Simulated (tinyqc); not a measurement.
Worked calculation: lattice vibrations of a chain. One step of it, computed by the program tinyqc.

Task: Frequencies. omega^2 are the eigenvalues; wavenumber = 521.4708 sqrt(eigenvalue) 1/cm.

D(q) (eV/(angstrom^2 u)):
```
                     1                    2
1             0.496491  -0.424427+0.054678i
2  -0.424427-0.054678i             0.449921
```

Give: eigenvalues; wavenumbers; weights |e|^2 of the mass-weighted modes.

Result:

eigenvalues: 0.045  0.902

wavenumbers (1/cm): 110.2  495.2

weights |e|^2 of the mass-weighted modes:
```
        mode 1  mode 2
atom 1   0.473   0.527
atom 2   0.527   0.473
```
